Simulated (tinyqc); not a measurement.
Inside a calculation. Model: AlGaN/GaN HEMT with access regions, lumped model.

Computed by the program tinyqc: `OMP_NUM_THREADS=1 python tinyqc.py 2570154 2570155 out.jsonl`, one thread of a shared Intel Xeon 2.30GHz, about 0.03 s for the whole run. Printed values are rounded.

A polarisation-induced electron sheet under a Schottky gate, in series with two ungated access regions and contacts. Drift law v = mu E/(1 + mu E/vs) under the gate. Currents in mA/mm, resistances in ohm mm. No self-heating, no channel-length modulation; fits for polarisation, barrier and offset are chosen for the exercise.

Parameters, values chosen for the exercise; values close to those of AlGaN/GaN structures:
```
symbol,value,unit,meaning
x,0.26,,aluminium share of the barrier
d,20,nm,barrier thickness
eps_r,9.4,,relative permittivity of barrier and channel
mu,1100,cm^2/(V s),channel mobility
vs,1.3e7,cm/s,saturation velocity
Lg,1,um,gate length
Ls,1,um,source access length
Ld,4,um,drain access length
Rc,0.22,ohm mm,resistance of each contact
ft,0.25,,share of the drain-access electrons removed by traps
Vg,-1,V,gate voltage
Vd,1,V,drain voltage
Ec,2.5,MV/cm,critical field
te,0.2,um,depth over which the depleted charge spreads
tf,100,nm,insulator under the field plate
ei,3.9,,relative permittivity of that insulator
```

Constants: q = 1.602176634e-19 C, eps0 = 8.8541878128e-14 F/cm where lengths are in cm. Results are converted to the units shown.

## Polarisation charge, threshold and sheet resistance

sigma = (5e13 x + 1.6e13 x^2) cm^-2, phiB = 0.84 + 1.3 x, dEc = 0.7 (1.71 x + x^2) in volts, Cb = eps0 eps_r/d, VT = phiB - dEc - q sigma/Cb, access density n0 = -Cb VT/q. Rsh = 1/(q mu n0); largest access current q n0 vs.

sigma = 1.408160e13 cm^-2
Cb = 0.4161468 uF/cm^2
VT = -4.601994 V
n0 = 1.195315e13 cm^-2
Rsh = 474.6950 ohm
q n0 vs = 2489.637 mA/mm

## Iteration 1: drain current

I at the start = 190 mA/mm

Access resistance R(L, n) = L/(q mu n sqrt(1 - (I/(q n vs))^2)); Rs = Rc + R(Ls, n0), Rd = Rc + R(Ld, (1 - ft) n0). Vg' = Vg - I Rs, Vd' = Vd - I (Rs + Rd); with u = Vg' - VT, Vc = vs Lg/mu and w the smaller of Vd' and Vc [sqrt(1 + 2 u/Vc) - 1] (0 if negative), the channel gives (mu Cb/Lg)(u w - w^2/2)/(1 + w/Vc). I(new) = I + 0.3 (channel current - I).

Rs = 0.6960834 ohm mm
Rd = 2.764916 ohm mm
Vg' = -1.132256 V
Vd' = 0.3424101 V
channel current = 400.8735 mA/mm
I after iteration 1 = 253.2621 mA/mm

## Iteration 2: drain current

As before.

Rs = 0.6971703 ohm mm
Rd = 2.775321 ohm mm
Vg' = -1.176567 V
Vd' = 0.1205497 V
channel current = 168.5106 mA/mm
I after iteration 2 = 227.8366 mA/mm

## Course of the iteration: drain current

Stop when I changes by less than 1e-6 mA/mm, or after 60 iterations. I must stay below q (1 - ft) n0 vs.

Course of the iteration:
```
iteration  I (mA/mm)  |change| (mA/mm)
1           253.2621              63.3
2           227.8366              25.4
3           241.2273              13.4
4           234.7813              6.45
5           238.0443              3.26
6           236.4307              1.61
7           237.2383             0.808
8           236.8365             0.402
9           237.0370             0.201
...              ...               ...
19          236.9704           1.90e-4
20          236.9703           9.48e-5
21          236.9703           4.72e-5
22          236.9703           2.36e-5
23          236.9703           1.17e-5
24          236.9703           5.85e-6
25          236.9703           2.92e-6
26          236.9703           1.45e-6
27          236.9703           7.25e-7
```

Converged in 27 iterations. At the end each change is about 0.50 times the one before, with alternating sign: linear convergence. Of Vd, 17.8 % reaches the channel; the access current is 13 % of its limit.

## On-resistance and breakdown

sigma = (5e13 x + 1.6e13 x^2) cm^-2, phiB = 0.84 + 1.3 x, dEc = 0.7 (1.71 x + x^2) in volts, Cb = eps0 eps_r/d, VT = phiB - dEc - q sigma/Cb, access density n0 = -Cb VT/q. Ron = 2 Rc + Ls/(q mu n0) + Ld/(q mu (1 - ft) n0) + Lg/(mu Cb (Vg - VT)). Off state: a depleted stretch that holds the voltage V has the peak field sqrt(k V), k = 2 q n0/(eps0 eps_r te), so one edge holds V1 = Ec^2/k. The sheet under the plate pinches off at Vf = q n0 (1/Cb + tf/(eps0 ei)); beyond it the gate edge is screened. BV = V1 if Vf >= V1, else Vf + V1, and at most Ec Ld. Specific resistance Ron (Ls + Lg + Ld); figure of merit BV^2 over it.

Ron = 4.052883 ohm mm
Vf = 60.06193 V
V1 = 27.16214 V
BV = 27.16214 V
specific resistance = 0.2431730 mohm cm^2
figure of merit = 3.033979 MW/cm^2

The plate pinches off too late to screen the gate edge, so it adds nothing.
